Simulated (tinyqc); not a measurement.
Equal layers of growing thickness: short-period [001] superlattice in sp3s* tight binding.

Planes alternate anion, cation along [001], a/4 apart; at zero in-plane momentum s, pz, s* form one block. All levels of A are shifted so that its Ev (lower root of [[Epa, Vxx], [Vxx, Epc]]) is 0, and those of B so that its Ev is -dEv. A monolayer is an anion plane and the cation plane above it; an anion between unlike cations takes the mean of the two anion levels; each bond takes the couplings of its cation. Block from an anion to the cation above: U with Vss/2 (s,s), Vsapc/2 (s,z), -Vscpa/2 (z,s), Vxx/2 (z,z), Vxapc/2 (s*,z), -Vpaxc/2 (z,s*); to the cation below: the same with the s-z and s*-z signs reversed. The cell of n + m monolayers is closed with the phase exp(2 pi i q). No spin-orbit coupling. In this block 2 (n + m) levels are filled.

For the two lowest empty levels at q = 0: energy, share of the cation weight on A, and Gamma character, the share of the cation amplitudes with Fourier index |j|/(n + m) < 1/4 along the stack (near 1: Gamma-like, near 0: folded from X).

Inputs chosen for the exercise (A near a published set for GaAs, B for AlAs; the results hold for these values, not for the real material):
- pA = (-8.34, 1.038, -2.653, 3.673, 8.606, 6.74, -6.447, 1.958, 5.082, 4.467, 5.797, 4.832, 4.795) eV (order Esa, Epa, Esc, Epc, Exa, Exc, Vss, Vxx, Vxy, Vsapc, Vscpa, Vxapc, Vpaxc)
- pB = (-7.507, 0.982, -1.162, 3.582, 7.502, 6.732, -6.669, 1.874, 4.286, 5.115, 5.498, 4.515, 4.997) eV (the same for B)
- dEv = 0.46 eV (valence offset: Ev(B) lies this far below Ev(A))
- a = 5.649 angstrom (lattice constant, taken common; strain is left out)

n = m.

Lowest empty levels:
```
n = m  layer (angstrom)  E1 (eV)  on A  Gamma  E2 (eV)  on A  Gamma
2                   5.6   1.9287  0.50   0.14   1.9819  0.66   0.82
3                   8.5   1.9113  0.22   0.00   1.9392  0.76   0.95
4                  11.3   1.8711  0.35   0.29   1.9167  0.61   0.78
6                  16.9   1.8208  0.82   0.88   1.8553  0.13   0.16
8                  22.6   1.7602  0.93   0.99   1.8407  0.01   0.01
10                 28.2   1.7142  0.96   0.99   1.8368  0.01   0.00
12                 33.9   1.6813  0.97   1.00   1.8317  0.01   0.00
14                 39.5   1.6574  0.98   1.00   1.8283  0.01   0.00
18                 50.8   1.6259  0.99   1.00   1.8040  0.95   0.98
```

At zero in-plane momentum (the in-plane X valleys are left out) the lowest level is X-like for n = 2, 3 and 4 and Gamma-like for the others (a Gamma weight between about 0.35 and 0.65 marks an even mixture, at the crossover). Thin layers push the light Gamma electron up past the heavy X electron, whose share on A runs from 0.22 to 0.50, so for n = 3 it lies apart from the holes in A (type II); the crossover lies between n = 4 and 6. The crossover moves with dEv and with the electron mass, which this model makes too heavy, so it comes at thinner layers than in the real system. At n = 18 the lowest level lies 0.072 eV above the lowest bulk edge of the two crystals, with 99 % of its cation weight on A.

Run: tinyqc, `OMP_NUM_THREADS=1 python tinyqc.py 1480062 1480063 out.jsonl`; Intel(R) Xeon(R) Processor @ 2.30GHz, one thread, shared host; about 0.7 s of CPU time with all checks.
